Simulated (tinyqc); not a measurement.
Changing the share s of P screened by trapped charge: switching kinetics of a ferroelectric film and the memory window of a ferroelectric gate stack. Computed by tinyqc, a small Python program. Command: `OMP_NUM_THREADS=1 python tinyqc.py 3015218 3015219 out.jsonl feswitch sweep`. One thread of a shared host (Intel(R) Xeon(R) Processor @ 2.30GHz), about 0.02 s of CPU time with the checks.

Fields in MV/cm; 1 microcoulomb/cm^2 over eps_0 is 11.29409 MV/cm. In the stack (metal, ferroelectric, interlayer, channel) the channel is taken as a conductor.

Inputs (values chosen for the exercise, for a model hafnia-based film): saturation polarisation P_s = 21 microcoulomb/cm^2; ratio P_r/P_s = 0.75; coercive field E_c = 0.9 MV/cm; permittivity of the ferroelectric eps_F = 41; thickness t_F = 25 nm; permittivity of the interlayer eps_I = 5.5; interlayer thickness t_I = 0.79 nm; pulse height V = 5.5 V; breakdown field of the interlayer = 10 MV/cm.

Method:
- Saturated branches: P(E) = P_s tanh[(E -/+ E_c)/(2 delta)], delta = E_c/ln[(1 + P_r/P_s)/(1 - P_r/P_s)]; D = P + eps_0 eps_F E.
- At threshold the channel charge is negligible, so D = 0 on each branch: (1 - s) P(E) + eps_0 eps_F E = 0, with the screened share s. The rising branch has the root E0 between 0 and E_c; window = 2 E0 t_F; its upper bound is 2 E_c t_F.
- Series stack: V = E_F t_F + E_I t_I and eps_I E_I = eps_F E_F + (1 - s) P/eps_0. Before switching P = -P_r, after it P = +P_s; in retention V = 0 and P = +P_r.

One run for each value; columns: (1) share s of P screened by trapped charge; (2) memory window (V); (3) depolarising field over E_c; (4) E_I after switching (MV/cm); (5) fixed-charge estimate 2 (1 - s) P_r t_F/(eps_0 eps_F) (V):
```
(1)      (2)      (3)     (4)     (5)
0.30  3.6557  0.64335  37.704  15.185
0.39  3.5551  0.56063  34.563  13.233
0.47  3.4432  0.48711  31.771  11.497
0.56  3.2803  0.40439  28.630   9.545
0.65  3.0579  0.32167  25.489   7.593
0.73  2.7789  0.24815  22.697   5.857
0.82  2.3027  0.16543  19.556   3.905
0.90  1.6057  0.09191  16.763   2.169
0.99  0.2110  0.00919  13.622   0.217
```

What does the table show, and why?

Over the rows, memory window (V) falls from 3.66 to 0.211; depolarising field over E_c falls from 0.643 to 0.00919; E_I after switching (MV/cm) falls from 37.7 to 13.6. Screening from 0.3 to 0.99 cuts the depolarising field by a factor 70.0 and the window by 17.3: the field is linear in the unscreened charge, while the window saturates towards 2 E_c t_F when that charge is large.

Caution (all rows): the interlayer field exceeds its breakdown field, so charge injection would change the fields.

Extremes, crossings and ranges named in words are read from the listed rows.
